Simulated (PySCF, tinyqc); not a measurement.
Inside a calculation. Method: CID on RHF in the sto-3g basis, for H3+, spin multiplicity 1. The lowest restricted solution is unstable here: a spin-polarised one lies 0.0165 hartree lower (PySCF). One step of it, computed by the program tinyqc.

Question. CID: roots. Diagonalise (each vector has its largest component positive (the first on a tie)); all determinants have Ms = 0, so triplets appear too. The lowest singlet root is the correlation energy.

Occupation strings over the orbitals (2 doubly, a alpha, b beta, 0 empty; spin orbitals ordered 1a 1b 2a 2b ...): 200 020 0ab 0ba 002

H - E(HF) between determinants (hartree), lower triangle:
```
          200       020        0ab       0ba       002
200  0.000000
020  0.148872  0.530898
0ab  0.000000  0.000000   0.691636
0ba  0.000000  0.000000  -0.162497  0.691636
002  0.147942  0.162497   0.000000  0.000000  0.989439
```

Give: lowest roots of this matrix, relative to E(HF); lowest vectors; <S^2> of these roots; weight of the ground state by excitation level 0, 1, 2, ....

Answer.

lowest roots of this matrix, relative to E(HF) (hartree): -0.050  0.496  0.529  0.854  1.074

lowest vectors:
```
     root 1  root 2  root 3  root 4
200   0.970   0.170   0.000   0.000
020  -0.220   0.920   0.000   0.000
0ab   0.000   0.000   0.707   0.707
0ba   0.000   0.000   0.707  -0.707
002  -0.104  -0.354   0.000   0.000
```

<S^2> of these roots: 0.000  0.000  2.000  0.000  0.000

weight of the ground state by excitation level 0, 1, 2, ...: 0.941  0.000  0.059
